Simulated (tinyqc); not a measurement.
CISD on RHF in the sto-3g basis, for H3+, spin multiplicity 1, step by step. Computed by tinyqc, a small Python program that keeps every step (integrals from PySCF). Settings: charge = 1, multiplicity = 1, basis = sto-3g, method = RHF, energy threshold = 1e-10, iteration cap = 55, orthogonalisation = symmetric, start = Wolfsberg-Helmholz matrix, DIIS depth = 6, ci = CISD, davidson = 1. Command: `OMP_NUM_THREADS=1 python tinyqc.py 26980 26981 out.jsonl` (the two numbers bound the seeds that draw the settings). One thread of a shared host (Intel(R) Xeon(R) Processor @ 2.60GHz), about 0.08 s of CPU time with the checks. The early iterations of the SCF are left out here.

## One-electron integrals

Geometry (angstrom):
```
atom,x,y,z
H,0.000000,0.000000,0.000000
H,0.000000,0.000000,1.400000
H,0.000000,1.309000,0.499000
```

Basis sto-3g: exponents (1/bohr^2) and contraction coefficients of normalised primitives:
```
element,l (shell),exponent,coefficient
H,s (1),3.425251,0.154329
H,s (1),0.623914,0.535328
H,s (1),0.168855,0.444635
```

Overlap, kinetic and nuclear-attraction integrals over the contracted functions; the nuclear repulsion is the sum of Za Zb / Rab.

nuclear repulsion = 1.08872985 hartree

overlap S, lower triangle:
```
,1H 1s,2H 1s,3H 1s
1H 1s,1.000000
2H 1s,0.295699,1.000000
3H 1s,0.295335,0.225665,1.000000
```

kinetic energy T (hartree), lower triangle:
```
,1H 1s,2H 1s,3H 1s
1H 1s,0.760032
2H 1s,0.019745,0.760032
3H 1s,0.019640,0.003105,0.760032
```

nuclear attraction V (hartree), lower triangle:
```
,1H 1s,2H 1s,3H 1s
1H 1s,-1.977679
2H 1s,-0.511837,-1.934349
3H 1s,-0.511121,-0.379742,-1.934120
```

core Hamiltonian H = T + V (hartree), lower triangle:
```
,1H 1s,2H 1s,3H 1s
1H 1s,-1.217647
2H 1s,-0.492092,-1.174317
3H 1s,-0.491481,-0.376637,-1.174088
```

## Two-electron integrals

Functions are numbered as in S; the eight-fold symmetry (ij|kl) = (ji|kl) = (kl|ij) leaves the list below.

Two-electron integrals (ij|kl) in chemists' order, unique and non-zero (hartree):
```
i,j,k,l,(ij|kl)
1,1,1,1,0.774606
2,1,1,1,0.163193
2,1,2,1,0.050767
2,2,1,1,0.367563
2,2,2,1,0.163193
2,2,2,2,0.774606
3,1,1,1,0.162950
3,1,2,1,0.041786
3,1,2,2,0.109876
3,1,3,1,0.050632
3,2,1,1,0.091594
3,2,2,1,0.032578
3,2,2,2,0.117998
3,2,3,1,0.032540
3,2,3,2,0.028352
3,3,1,1,0.367361
3,3,2,1,0.109970
3,3,2,2,0.328129
3,3,3,1,0.162950
3,3,3,2,0.117998
3,3,3,3,0.774606
```

## Orthogonalisation

S = U s U^T; symmetric (Loewdin) form X = U s^(-1/2) U^T, so that X^T S X = 1.

eigenvalues of S: 0.679944  0.774335  1.545720

X, lower triangle:
```
,1H 1s,2H 1s,3H 1s
1H 1s,1.061753
2H 1s,-0.139521,1.045905
3H 1s,-0.139277,-0.090554,1.045811
```

## Iteration 4 (converged): orbitals

converged F (hartree), lower triangle:
```
,1H 1s,2H 1s,3H 1s
1H 1s,-0.551480
2H 1s,-0.424252,-0.521816
3H 1s,-0.423851,-0.349307,-0.521683
```

Diagonalise F' = X^T F X, C = X C', fill 1 alpha and 1 beta electrons from the bottom; D = 2 C_occ C_occ^T. Each column has its largest component positive (the first on a tie).

F' = X^T F X (hartree), lower triangle:
```
,1,2,3
1,-0.404496
2,-0.249140,-0.406562
3,-0.248809,-0.183893,-0.406618
```

orbital energies (hartree): MO1 -0.861667, MO2 -0.222697, MO3 -0.133313

coefficients C:
```
,MO1,MO2,MO3
1H 1s,0.491678,-0.001914,0.961475
2H 1s,0.450219,-0.802326,-0.524557
3H 1s,0.450011,0.804798,-0.520681
```

D after iteration 4, lower triangle:
```
,1H 1s,2H 1s,3H 1s
1H 1s,0.483494
2H 1s,0.442725,0.405394
3H 1s,0.442521,0.405207,0.405020
```

## Convergence

Stop when the energy changes by less than 1e-10 hartree and every element of the error matrix X^T (F D S - S D F) X is below 3e-06.

Course of the cycle:
```
iteration,E (hartree),change,largest element of the error matrix
1,-1.12974559,-,3.04e-02
2,-1.13105814,-1.31e-03,1.61e-03
3,-1.13106187,-3.73e-06,6.84e-06
4,-1.13106187,-6.64e-11,7.31e-07
```

PySCF RHF in the same basis = -1.13106187 hartree

Converged in 4 iterations.

## Integrals over molecular orbitals

(pq|rs) = sum C_ip C_jq C_kr C_ls (ij|kl), one index at a time.

one-electron integrals over orbitals h = C^T H C (hartree), lower triangle:
```
,1,2,3
1,-1.358125
2,0.000127,-1.030001
3,-0.018915,-0.000016,-0.984341
```

Two-electron integrals over orbitals (pq|rs), unique and non-zero (hartree):
```
p,q,r,s,(pq|rs)
1,1,1,1,0.496459
2,1,1,1,-0.000127
2,1,2,1,0.149983
2,2,1,1,0.478643
2,2,2,1,0.000792
2,2,2,2,0.573259
3,1,1,1,0.018916
3,1,2,1,0.000008
3,1,2,2,-0.102159
3,1,3,1,0.153464
3,2,1,1,0.000012
3,2,2,1,-0.118126
3,2,2,2,-0.000176
3,2,3,1,-0.000708
3,2,3,2,0.099148
3,3,1,1,0.502246
3,3,2,1,-0.000806
3,3,2,2,0.428517
3,3,3,1,0.105477
3,3,3,2,0.000168
3,3,3,3,0.578597
```

## CISD: determinants and Hamiltonian

Hartree-Fock energy = -1.13106187 hartree

Slater-Condon rules over spin orbitals, with the nuclear repulsion added and E(HF) subtracted on the diagonal.

Occupation strings over the orbitals (2 doubly, a alpha, b beta, 0 empty; spin orbitals ordered 1a 1b 2a 2b ...): 200 ab0 a0b ba0 b0a 020 0ab 0ba 002

H - E(HF) between determinants (hartree), lower triangle:
```
,200,ab0,a0b,ba0,b0a,020,0ab,0ba,002
200,0.000000
ab0,0.000000,0.310309
a0b,0.000000,-0.000004,0.379572
ba0,0.000000,-0.149983,-0.000008,0.310309
b0a,0.000000,-0.000008,-0.153464,-0.000004,0.379572
020,0.149983,0.000919,-0.118126,-0.000919,0.118126,0.733049
0ab,0.000008,-0.118126,-0.000679,0.121074,0.000708,-0.000192,0.633966
0ba,-0.000008,0.121074,0.000708,-0.118126,-0.000679,0.000192,-0.099148,0.633966
002,0.153464,-0.000708,0.086561,0.000708,-0.086561,0.099148,0.000152,-0.000152,0.829706
```

## CISD: roots

Diagonalise (each vector has its largest component positive (the first on a tie)); all determinants have Ms = 0, so triplets appear too. The lowest singlet root is the correlation energy.

lowest roots of this matrix, relative to E(HF) (hartree): -0.049774  0.160303  0.226107  0.321336  0.384964  0.534842  0.821515  0.872072

lowest vectors:
```
,root 1,root 2,root 3,root 4
200,0.973796,0.000000,0.000000,-0.000300
ab0,0.000096,0.707085,-0.000132,0.611429
a0b,-0.012810,0.000132,0.707107,-0.000279
ba0,-0.000096,0.707085,-0.000132,-0.611429
b0a,0.012810,0.000132,0.707107,0.000279
020,-0.171688,0.000000,0.000000,-0.002994
0ab,-0.000017,-0.005567,-0.000065,0.355173
0ba,0.000017,-0.005567,-0.000065,-0.355173
002,-0.148045,0.000000,0.000000,0.002260
```

<S^2> of these roots: 0.000000  2.000000  2.000000  0.000000  0.000000  2.000000  0.000000  0.000000

weight of the ground state by excitation level 0, 1, 2, ...: 0.948278  0.000328  0.051394

## The lowest root by the Davidson method

Start from the reference; add the residual divided by (theta - H_ii), orthogonalised, at each step.

Davidson iterations:
```
iteration,subspace,lowest Ritz value (hartree),residual norm
1,1,0,2.15e-01
2,2,-0.04960226,9.44e-03
3,3,-0.04975666,3.42e-03
4,4,-0.04977423,1.09e-05
5,5,-0.04977423,4.55e-07
6,6,-0.04977423,7.38e-17
```
